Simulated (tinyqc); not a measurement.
Switching kinetics of a ferroelectric film and the memory window of a ferroelectric gate stack: one step, computed by the program tinyqc.

Fields in MV/cm; 1 microcoulomb/cm^2 over eps_0 is 11.29409 MV/cm. In the stack (metal, ferroelectric, interlayer, channel) the channel is taken as a conductor.

Problem. The hysteresis loop. Saturated branches: P(E) = P_s tanh[(E -/+ E_c)/(2 delta)], delta = E_c/ln[(1 + P_r/P_s)/(1 - P_r/P_s)]; D = P + eps_0 eps_F E.

Inputs (values chosen for the exercise, for a model hafnia-based film): saturation polarisation P_s = 13 microcoulomb/cm^2; ratio P_r/P_s = 0.71; coercive field E_c = 1.5 MV/cm; permittivity of the ferroelectric eps_F = 28.

Give: delta; P on both branches (microcoulomb/cm^2) at E/E_c = -3, -2, -1, -0.5, 0, 0.5, 1, 1.5, 2, 3; peak differential permittivity eps_F + P_s/(2 delta eps_0).

Solution.

delta = 0.8454 MV/cm

P on both branches (microcoulomb/cm^2) at E/E_c = -3, -2, -1, -0.5, 0, 0.5, 1, 1.5, 2, 3:
```
E (MV/cm)  rising branch  falling branch
-4.50             -12.98          -12.27
-3.00             -12.87           -9.23
-1.50             -12.27            0.00
-0.75             -11.30            5.42
0.00               -9.23            9.23
0.75               -5.42           11.30
1.50                0.00           12.27
2.25                5.42           12.70
3.00                9.23           12.87
4.50               12.27           12.98
```

peak differential permittivity eps_F + P_s/(2 delta eps_0) = 114.8
